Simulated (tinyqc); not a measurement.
Stoner model of a band magnet at zero temperature: one step, computed by the program tinyqc. Command: `OMP_NUM_THREADS=1 python tinyqc.py 3027955 3027956 out.jsonl stoner walk`. One thread of a shared host (Intel(R) Xeon(R) Processor @ 2.30GHz), about 0.01 s of CPU time with the checks.

Five orbitals per spin share one band; u = (E - E_bottom)/W runs from 0 to 1, and the states per spin, atom and energy are g = 5 d(u)/W with d = (8/pi) sqrt(u (1 - u)). N(u) is the integral of d from 0. The moment m = n_up - n_down (electrons per atom) moves the fillings to n +/- m/10; the energy is E(m) = E_band(m) - I m^2/4.

Question. The paramagnetic state. Solve N(u_F) = n; g_F = 5 d(u_F)/W; the Stoner product is I g_F.

Inputs (values chosen for the exercise, for a model d band): band width W = 6.3 eV; filling n per spin orbital = 0.25; Stoner parameter I = 0.76 eV.

Density of states: semi-elliptic.

Give: u_F; g_F; Stoner product I g_F.

Answer.

u_F = 0.2980

g_F = 0.9244 1/eV

Stoner product I g_F = 0.7025

I g_F < 1: the paramagnet is locally stable.
